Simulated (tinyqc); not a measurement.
## Sneak paths and read margin

Worst-case read of an N x N array without selectors, ideal wires, unselected lines floating and all unselected cells in the low state with resistance K Ron: the sneak path is Rsn = K Ron [2/(N - 1) + 1/(N - 1)^2], in parallel with the selected cell Rc. A sense resistor Ron to ground gives Vout = Vr Ron/(Ron + Rc Rsn/(Rc + Rsn)); margin = [Vout(Rc = Ron) - Vout(Rc = ra Ron)]/Vr.

Inputs (values chosen for the exercise):
- Ron = 20 kohm (resistance of the low state)
- ra = 100 (ratio Roff/Ron)
- K = 1 (factor by which unselected cells are more resistive)
- Vr = 0.2 V (read voltage)

Result of one run:
```
Rsn (kohm),"Vout, low state (mV)","Vout, high state (mV)",margin (%)
6.122,162.0,153.2,4.395
```

Which array size N gave this result: 2, 8, 128 or 256?

N = 8.

The whole series:
```
N,Rsn (kohm),"Vout, low state (mV)","Vout, high state (mV)",margin (%)
2,60.00,114.3,51.12,31.58
3,25.00,128.6,89.50,19.53
4,15.56,139.1,112.9,13.12
8,6.122,162.0,153.2,4.395
16,2.756,178.4,175.8,1.293
32,1.311,188.4,187.7,0.3528
64,0.6400,194.0,193.8,0.09228
128,0.3162,196.9,196.9,0.02361
256,0.1572,198.5,198.4,0.005972
```

The margin falls from 31.6 to 0.00597 %; a lone cell has 49.0 %. It first drops below 10 % at N = 8 among the rows, where Rsn = 0.31 Ron. Between the last two rows it goes as N^(-1.98).

Numbers from tinyqc (`OMP_NUM_THREADS=1 python tinyqc.py 2880048 2880049 out.jsonl`; about 0.02 s on one thread of a shared Intel Xeon 2.30GHz).
